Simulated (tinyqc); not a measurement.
Comparisons within one model: thin-body film or fin with hard walls, valleys of the Si type. A value that a table varies takes the place of the one given here.

Six ellipsoidal valleys with their long axes along the cube axes, mass ml along the axis and mt across it. For a valley whose axis makes the angle theta with the surface normal, 1/m_z = cos^2(theta)/ml + sin^2(theta)/mt sets the confinement; in the plane the masses are m_1 = mt and m_2 = ml mt/m_z, and m_d = sqrt(m_1 m_2).

A film of thickness t between hard walls, flat band inside: E_n = c (n pi/t)^2/m_z above the bulk edge, c = hbar^2/2m0. Without degeneracy the sheet density is N2 exp((EF - Ec)/kB T) with N2 = sum_i g m_d/(2 pi c) kB T exp(-E_i/kB T) over n = 1 to 40 of each group; a classical film has t Nc with Nc = 2 g_all (m_dos kB T/(4 pi c))^(3/2), m_dos = (ml mt^2)^(1/3). The threshold shift is dVt = kB T ln(t Nc/N2).

Constants: hbar^2/2m0 = 3.80998211 eV angstrom^2; kB = 8.617333262e-05 eV/K.

Values chosen for the exercise (near those of Si; shifted at random, so the results belong to these values and not to a real crystal):
```
symbol  value                           unit      meaning
ml      0.919                           m0        longitudinal mass
mt      0.191                           m0        transverse mass
face    110                                       face of the film or side wall of the fin
T       350                             K         temperature
g_all   6                                         number of valleys
ts      (20, 30, 40, 50, 70, 100, 150)  angstrom  thicknesses
Vox     3.03                            eV        barrier of an SiO2-like oxide
mox     0.42                            m0        mass in the oxide
t       58                              angstrom  body thickness
```

## Thinning the body

Valleys (masses in m0):
```
valleys g  cos^2(theta)      m_z      m_1      m_2      m_d
4               0.50000  0.31627  0.19100  0.55500  0.32558
2               0.00000  0.19100  0.19100  0.91900  0.41896
```

For each t: the lowest level E1, the share of its group, dVt, the sensitivity |dE1/dt| = 2 E1/t, and E1 for finite barriers from k t + 2 atan[(k/m_z)/(kappa/mox)] = pi with k = sqrt(m_z E/c), kappa = sqrt(mox (Vox - E)/c).

Results:
```
t (angstrom)  E1 (eV)  share of its group (%)  dVt (mV)  |dE1/dt| (meV/angstrom)  E1, finite barrier (meV)
20             0.2972                    99.9     271.3                    29.72                     196.2
30             0.1321                    96.5     117.3                     8.81                      99.3
40             0.0743                    88.7      65.7                     3.72                      59.8
50             0.0476                    81.5      42.8                     1.90                      39.9
70             0.0243                    73.8      24.4                     0.69                      21.4
100            0.0119                    70.4      14.8                     0.24                      10.9
150            0.0053                    68.7       9.0                     0.07                       5.0
```

What can be read from the table?

dVt falls from 271 mV at 20 angstrom to 9.0 mV at 150. E1 exceeds kB T = 30.2 meV up to 50 angstrom of those listed. In the thinnest film dVt differs from E1/e by -26 mV, which comes from the count of states. The sensitivity goes as 1/t^3, so one angstrom of roughness moves E1 by 29.7 meV at the thin end and 0.07 meV at the thick end. Hard walls overestimate E1 by 51 % and 6 % at the two ends. Levels above about 0.2 eV already feel non-parabolicity.

## Which face

The same thickness on four faces; m_1 and m_2 are the in-plane masses of the lowest group.

Results:
```
face   valleys of lowest     m_z  E1 (eV)  share (%)  dVt (mV)    m_1    m_2
(100)                  2  0.9190   0.0122       58.6      30.4  0.191  0.191
(110)                  4  0.3163   0.0353       77.5      33.0  0.191  0.555
(111)                  6  0.2595   0.0431      100.0      33.6  0.191  0.676
(211)                  2  0.4048   0.0276       45.7      32.9  0.191  0.434
```

How do the results move?

The threshold shift is smallest on (100) (30.4 mV) and largest on (111) (33.6 mV). The lowest E1 belongs to (100), the same face: the heavy m_z outweighs the smaller number of valleys. Since m_z m_1 m_2 = ml mt^2 on every face, a heavy confinement mass comes with light masses in the plane.

## What each parameter does

E1 is the lowest level, and the share is that of its group in N2. Each row changes one parameter from the base and keeps the others.

Results:
```
case             E1 (eV)  share (%)  dVt (mV)  Nc (1e19/cm^3)
base              0.0353       77.5      33.0           3.474
t = 54 angstrom   0.0408       79.3      37.3           3.474
T = 400 K         0.0353       76.0      33.7           4.244
ml = 0.827 m0     0.0360       77.2      33.3           3.296
mt = 0.21 m0      0.0327       76.2      30.7           3.820
```

What does this show?

The largest shifts from the base row, up to three for each result and ties (the steps differ in size, so this ranks the rows, not the parameters). E1 (eV): t +0.0054, mt -0.0026, ml +0.0007; unchanged at the printed digits by T. share (%): t +1.8, T -1.5, mt -1.3. dVt (mV): t +4.3, mt -2.2, T +0.7. Nc (1e19/cm^3): T +0.770, mt +0.346, ml -0.178; unchanged at the printed digits by t.

Run: tinyqc, `OMP_NUM_THREADS=1 python tinyqc.py 1280044 1280045 out.jsonl`; Intel(R) Xeon(R) Processor @ 2.30GHz, one thread, shared host; about 0.01 s of CPU time with all checks.
